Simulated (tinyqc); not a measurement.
Changing the delay t: time-domain thermoreflectance: layered heat flow under a modulated pulse train, and what the signal ratio measures. Computed by tinyqc, a small Python program. Command: `OMP_NUM_THREADS=1 python tinyqc.py 3111733 3111734 out.jsonl tdtr sweep`. One thread of a shared host (Intel(R) Xeon(R) Processor @ 2.30GHz), about 0.2 s of CPU time with the checks.

Pulses repeat at 80 MHz; heat is laid down at the surface, all layers are isotropic, and the film is in perfect contact with the substrate.

Inputs (values chosen for the exercise, modelled on aluminium on GaN):
```
quantity,value,unit
metal thickness d,110,nm
metal conductivity,180,W/(m K)
metal heat capacity,2.42,MJ/(m^3 K)
boundary conductance G under the metal,48,MW/(m^2 K)
film thickness,6.9,nm
film conductivity,0.78,W/(m K)
film heat capacity,2.1,MJ/(m^3 K)
substrate conductivity kappa,192,W/(m K)
substrate heat capacity C,2.61,MJ/(m^3 K)
modulation frequency f,5,MHz
"spot radius w (1/e^2, pump and probe)",3.5,micrometre
```

Stack: metal, film, substrate.

Method:
- For radial wave number k and angular frequency W each layer has u = sqrt(4 pi^2 k^2 + i W C/kappa) and gamma = kappa u. Surface impedance from below: Z = 1/gamma for the substrate; a layer of thickness L maps Z to (Z + tanh(u L)/gamma)/(1 + gamma Z tanh(u L)); a boundary adds 1/G.
- Response per absorbed watt H(W) = 2 pi int_0^(2/w) Z(k, W) exp(-pi^2 k^2 w^2) k dk by 20 Gauss-Legendre points.
- Signal: X + iY = sum_(m = -M..M) H(2 pi (f + m f_r)) exp(i 2 pi m f_r t) exp(-pi (m/M)^2 x 4), f_r = 80 MHz, M = 4000, with H(-W) the complex conjugate of H(W); V_in = X, V_out = Y, ratio = -V_in/V_out.

One run for each value:
```
delay t (ps),ratio -V_in/V_out,V_in (K/mW),V_out (K/mW)
80,6.9161,1.4911,-0.21559
130,6.7369,1.4616,-0.21696
220,6.5681,1.4412,-0.21943
380,6.2961,1.4079,-0.22362
630,5.9129,1.3578,-0.22964
1100,5.3019,1.2691,-0.23938
1800,4.5858,1.1488,-0.25051
3000,3.7034,0.9702,-0.26198
5000,2.7633,0.7347,-0.26589
```

Over the rows, ratio -V_in/V_out falls from 6.92 to 2.76 (exponent d ln y / d ln x -0.054 between the first rows and -0.57 between the last); V_in (K/mW) falls from 1.49 to 0.735 (exponent d ln y / d ln x -0.041 between the first rows and -0.54 between the last); V_out (K/mW) falls from -0.216 to -0.266 (exponent d ln y / d ln x 0.013 between the first rows and 0.029 between the last). V_out changes by 23 % over these delays and V_in by 51 %.
